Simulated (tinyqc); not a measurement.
Inside a calculation: Franz-Keldysh effect at a direct gap. Values are carried at full precision from step to step, so a last printed digit may differ when a step is redone from the rounded ones.

Parabolic bands, vertical transitions, no excitons. For each hole band j: mr = me mj/(me + mj); joint density of states J_j(E) = (mr/c)^(3/2) sqrt(E - Eg)/(2 pi^2), both spins, c = hbar^2/2m0; averaged matrix element |e.p|^2 = m0 Ep/6; alpha_j(E) = 4 pi^2 alpha_f c Ep J_j/(3 nr E) in 1/angstrom (alpha_f the fine-structure constant, listed as alpha among the constants), times 1e8 for 1/cm.

In a field Fd (1 kV/cm = 1e-5 V/angstrom) the electro-optic energy of band j is th = (c (e Fd)^2/mr)^(1/3), and sqrt(E - Eg) in J_j is replaced by pi sqrt(th) [Ai'(b)^2 - b Ai(b)^2] with b = (Eg - E)/th; Ai is the Airy function.

Constants: hbar^2/2m0 = 3.80998211 eV angstrom^2; fine-structure constant alpha = 0.007297352564.

Parameters, chosen for this exercise (near those of InP; shifted at random, so the results belong to these values and not to a real crystal):

| symbol | value | unit | meaning |
|---|---|---|---|
| Eg | 1.356 | eV | direct gap |
| me | 0.0819 | m0 | electron mass |
| mhh | 0.59 | m0 | heavy-hole mass |
| mlh | 0.0923 | m0 | light-hole mass |
| Ep | 20.5 | eV | Kane energy |
| nr | 3.43 |  | refractive index |
| Fd | 25 | kV/cm | uniform field |
| E | 1.327 | eV | photon energy |
| L | 44 | micrometre | length of a waveguide |

## Electro-optic energy and length

For each hole band give mr, th and the length th/(e Fd).

Scales:

| hole | mr (m0) | th (meV) | length (angstrom) |
|---|---|---|---|
| heavy | 0.07192 | 14.905 | 59.6 |
| light | 0.04339 | 17.638 | 70.6 |

The light-hole pair has th larger by a factor 1.183, the cube root of the ratio of reduced masses.

## Airy factors at E

Ai is the Airy function, th the electro-optic energy of each hole band from the table (its other columns are not needed here), b = (Eg - E)/th with th in eV; the factor takes the place of sqrt(E - Eg) in the joint density of states.

Form b, Ai(b), Ai'(b) and the factor pi sqrt(th) [Ai'^2 - b Ai^2] for each band, beside sqrt(E - Eg) (zero below the gap).

Factors:

| hole | b | Ai(b) | Ai'(b) | factor (eV^(1/2)) | without field |
|---|---|---|---|---|---|
| heavy | 1.9457 | 0.03791 | -0.05699 | 0.0001731 | 0.0000 |
| light | 1.6442 | 0.05879 | -0.08265 | 0.0004792 | 0.0000 |

## Absorption with and without the field

Put the factors in place of sqrt(E - Eg) in alpha_j and add the bands; a waveguide of length L changes its transmission by 4.343 (alpha(F) - alpha(0)) L dB.

alpha_j in the field (1/cm): heavy 3.75, light 4.86

alpha(F) = 8.61 1/cm
alpha(0) = 0 1/cm
change of loss = 0.165 dB

Below the gap the field opens a tail where this model has no absorption; excitons and band tails absorb within some 10 to 20 meV of a real edge. Excitons, which add a sharp peak at low field, are left out.

## Checks

- Airy factor at b = -40 against the zero-field limit sqrt(-b): 6.33 against 6.32.

(tinyqc, `OMP_NUM_THREADS=1 python tinyqc.py 1650833 1650834 out.jsonl`, Intel(R) Xeon(R) Processor @ 2.30GHz, 1 thread, shared host, about 0.01 s.)
